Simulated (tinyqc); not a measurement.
Valley-orbit splitting of a donor ground state, with strain: one step, computed by the program tinyqc. Command: `OMP_NUM_THREADS=1 python tinyqc.py 3018151 3018152 out.jsonl valleyorbit walk`. One thread of a shared host (Intel(R) Xeon(R) Processor @ 2.30GHz), about 0.01 s of CPU time with the checks.

The basis is the 1s envelope in each valley; energies are counted from the unstrained conduction-band edge. The strain is e_s (a a^T - 1/3) for the unit stress axis a, so valley j along n_j moves by Xi_u e_s w_j with w_j = (n_j.a)^2 - 1/3: +1/3 for [111] and [-1-11], -1/3 for the others.

Problem. Levels and ground state under strain. Diagonalise H; the ground vector has positive components. The density at the nucleus, and so the contact hyperfine coupling, scales as (sum_j c_j)^2/(number of valleys), which is 1 without strain; the envelopes are held fixed.

Valleys: four along <111>. Stress axis: [110].

H (meV), lower triangle (symmetric):
```
             [111]    [1-1-1]    [-11-1]    [-1-11]
[111]    -10.16507
[1-1-1]   -1.10000  -10.65493
[-11-1]   -1.10000   -1.10000  -10.65493
[-1-11]   -1.10000   -1.10000   -1.10000  -10.16507
```

Give: levels; valley amplitudes of the ground state; hyperfine ratio A/A_0.

Solution.

levels (meV): -13.72  -9.55  -9.30  -9.07

valley amplitudes of the ground state: [111] 0.4715, [1-1-1] 0.5269, [-11-1] 0.5269, [-1-11] 0.4715

hyperfine ratio A/A_0 = 0.9969
